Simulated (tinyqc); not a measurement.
Six-transistor SRAM cell, nodal equations and margins: two steps of the calculation.

Two cross-coupled inverters (pull-down bn, pull-up bp) hold the nodes Q and QB; access transistors (ba, threshold VTn, gate on the word line at Vdd when selected) join them to the bit lines. Transistor (EKV form, voltages against the body): I = 2 n b Vt^2 [F(vp - Vs) - F(vp - Vd)] from drain to source, F(v) = ln^2(1 + exp(v/(2 Vt))), vp = (Vg - VT + sg |Vd - Vs|)/n. n-channel bodies are at 0; for the p-channel device all voltages are counted down from Vdd. b in uA/V^2 gives I in uA. For an access transistor the bit line is the drain and the node the source. In a read both bit lines are at Vdd. The cell is symmetric (no mismatch).

Values chosen for this exercise:

| symbol | value | unit | meaning |
|---|---|---|---|
| T | 293 | K | temperature |
| Vdd | 0.5 | V | supply voltage |
| n | 1.17 |  | slope factor |
| sg | 0.031 |  | drain-induced barrier lowering |
| VTn | 0.38 | V | n-channel threshold |
| VTp | 0.37 | V | p-channel threshold (magnitude) |
| bn | 250 | uA/V^2 | gain factor of the pull-down transistor |
| ba | 250 | uA/V^2 | gain factor of the access transistor |
| bp | 70 | uA/V^2 | gain factor of the pull-up transistor |

Constants: q = 1.602176634e-19 C, kB = 1.380649e-23 J/K, Vt = kB T/q. Results are converted to the units shown.

Problem 1. Node voltages in a read by Newton steps. F1 = In(gate QB, drain Q) - Ip(gate QB, drain Q) - Ia(bit line, Q), F2 the same with Q and QB exchanged; J by central differences with +/- 1e-6 V; solve J d = -F, limit each component to +/- 0.15 V and add.

(Q, QB) at the start (V): Q 0.00000000, QB 0.50000000

Find: F1, F2; J; (Q, QB) after iteration 1.

Solution 1.

F1, F2 (uA): -2.129  0.000

J (uS):
```
        Q    QB
F1  61.04  0.00
F2   0.00  8.58
```

(Q, QB) after iteration 1 (V): Q 0.0349, QB 0.5000

Problem 2. Read current and disturbance. Iread = Ia(bit line at Vdd, source Q); cell ratio bn/ba; time to pull a bit line of 20 fF down by 0.1 V at that current.

(Q, QB) (V): Q 0.043962571, QB 0.49999871

Wanted: Iread; cell ratio; time.

Solution 2.

Iread = 0.97901 uA
cell ratio = 1.0000
time = 2042.9 ps

Numbers from tinyqc (`OMP_NUM_THREADS=1 python tinyqc.py 2340160 2340161 out.jsonl`; about 0.2 s on one thread of a shared Intel Xeon 2.30GHz).
